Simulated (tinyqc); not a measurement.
# Charge pumping in an n-channel transistor: triangular pulses against frequency

The gate is pulsed from accumulation to inversion and back. Energies E are counted from the intrinsic level; Dit(E) = D0 [1 + b (2 E/Eg)^2]. During each edge the traps near the bands emit their carriers, and those between Eh and Ee recombine once a cycle.

For a symmetric triangular wave tr = tf = 1/(2 f). ni = sqrt(Nc Nv) exp(-Eg/(2 Vt)), Eg in volts; emission times te = (dV/Va) tf and th = (dV/Va) tr; Ee = -Vt ln(vth sn ni te), Eh = +Vt ln(vth sp ni th). Nit = integral of Dit from Eh to Ee = D0 [Ee - Eh + 4 b (Ee^3 - Eh^3)/(3 Eg^2)], Qcp = q A Nit, Icp = f Qcp.

Parameters, values chosen for the exercise; band and dielectric values those of a made-up semiconductor: temperature T = 300 K; band gap Eg = 0.794 eV; conduction-band density of states at 300 K Nc = 1.08e19 cm^-3; valence-band density of states at 300 K Nv = 6.86e18 cm^-3; gate area A = 3 um^2; trap density at midgap D0 = 2.8e10 cm^-2 eV^-1; rise of the trap density towards the band edges b = 6.9; cross-section for electrons sn = 1.2e-16 cm^2; cross-section for holes sp = 9.3e-16 cm^2; thermal velocity at 300 K, one nominal value for electrons and holes vth = 1.4e7 cm/s; Vth - Vfb dV = 0.53 V; pulse height Va = 3.5 V.

Constants: q = 1.602176634e-19 C, kB = 1.380649e-23 J/K, Vt = kB T/q. Results are converted to the units shown.

Triangular pulses against frequency:
```
f (Hz)  Ee (eV)   Eh (eV)  Nit (cm^-2)  Icp (pA)  Qcp (fC)
12000    0.1017  -0.04880      4.693e9    0.2707   0.02256
26000    0.1217  -0.06879      6.204e9    0.7754   0.02982
59000    0.1429  -0.08997      8.011e9     2.272   0.03851
1.3e5    0.1633   -0.1104      9.995e9     6.245   0.04804
3e5      0.1850   -0.1320     1.240e10     17.88   0.05960
6.9e5    0.2065   -0.1535     1.516e10     50.27   0.07285
1.6e6    0.2282   -0.1753     1.836e10     141.2   0.08823
3.5e6    0.2485   -0.1955     2.175e10     366.0    0.1046
```

Read the table: what changes, and by how much?

Qcp rises from 0.0226 to 0.105 fC, by 0.0216 fC a decade between the first two rows and 0.0480 between the last two (2 q A D0 Vt ln 10 = 0.0160 fC): faster edges leave less time for emission and widen the window, so Icp grows faster than f, as f^(1.27).

Range of the model: The Fermi levels of inversion and accumulation are taken to lie beyond Ee and Eh, the flat tops to fill all traps, and no geometric current is added.

Program tinyqc, `OMP_NUM_THREADS=1 python tinyqc.py 2030096 2030097 out.jsonl`; Intel Xeon 2.30GHz, shared host, one thread, about 0.01 s.
